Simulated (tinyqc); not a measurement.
Classical nucleation, growth and JMAK kinetics of crystallisation from a melt or glass: one step, computed by the program tinyqc.

A spherical nucleus cap on a flat wall with a sharp interface of isotropic energy gamma; lambda = Omega^(1/3) is the jump distance.

Question. Steady nucleation rate. Driving force per volume: dG = H (T_m - T)/T_m. Shape factor f = (2 + cos theta)(1 - cos theta)^2/4. W(r) = f [4 pi r^2 gamma - (4/3) pi r^3 dG]; r* = 2 gamma/dG; W* = f 16 pi gamma^3/(3 dG^2); n* = f (4/3) pi r*^3/Omega. D = D0 exp(-Q/(k_B T)); attachment rate k+ = (A*/lambda^2) D/lambda^2 with A* = 2 pi r*^2 (1 - cos theta); Zeldovich factor Z = sqrt(W*/(3 pi k_B T))/n*; sites per volume N = S_v/lambda^2; I = N Z k+ exp(-W*/(k_B T)); lag time = 1/(4 pi Z^2 k+).

Inputs (values chosen for the exercise, for a model substance):
```
quantity,value,unit
melting point T_m,1640,K
heat of melting per volume H,1800,J/cm^3
interface energy gamma,0.201,J/m^2
atomic volume Omega,28.3,angstrom^3
temperature T,955,K
diffusion prefactor D0,9.1e-07,m^2/s
activation energy Q,1.91,eV
contact angle theta,60,degrees
wall area per volume S_v,600000,1/m
```

Nucleation: on a flat wall. Driving force: Turnbull (linear).

Constants: k_B = 8.617333262e-05 eV/K; k_B = 1.380649e-23 J/K.

Give: diffusivity D; attachment rate k+; Zeldovich factor Z; sites N; nucleation rate I; lag time.

Answer.

diffusivity D = 7.5768e-17 m^2/s

attachment rate k+ = 7891.0 1/s

Zeldovich factor Z = 0.15561

sites N = 6.4609e+24 1/m^3

nucleation rate I = 4.5774e+26 1/(m^3 s)

lag time = 4.1647e-04 s
